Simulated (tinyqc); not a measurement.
Band-to-band tunnelling and avalanche in a reverse-biased abrupt junction: one step, computed by the program tinyqc.

Direct Kane tunnelling in the local field (for indirect gaps the mass is an effective fit) and one ionisation coefficient for both carriers. N is the doping of the light side, or N_A N_D/(N_A + N_D) for the symmetric junction; the built-in voltage is taken as E_g/e.

Task: Junction at the given bias. E_g(T) = E_g - (T - 300 K)(-dE_g/dT); b(T) = b [1 + (rise)(T - 300 K)]; w = sqrt(2 eps eps_0 (V_R + E_g/e)/(e N)); F_m = 2 (V_R + E_g/e)/w; the field falls linearly from F_m to 0 across w.

Inputs (values chosen for the exercise, modelled on germanium):

| quantity | value | unit |
|---|---|---|
| band gap at 300 K, E_g | 0.651 | eV |
| gap narrowing with temperature, -dE_g/dT | 0.4 | meV/K |
| permittivity eps | 16 | - |
| effective doping N | 3.5e+17 | 1/cm^3 |
| reverse bias V_R | 0.47 | V |
| temperature T | 300 | K |

Junction: one-sided.

Constants: eps_0 = 8.8541878128e-12 F/m; e = 1.602176634e-19 C.

Give: E_g(T); depletion width w; peak field F_m; shortest tunnelling distance E_g/(e F_m).

Result:

E_g(T) = 0.651 eV

depletion width w = 75.26 nm

peak field F_m = 0.2979 MV/cm

shortest tunnelling distance E_g/(e F_m) = 21.85 nm
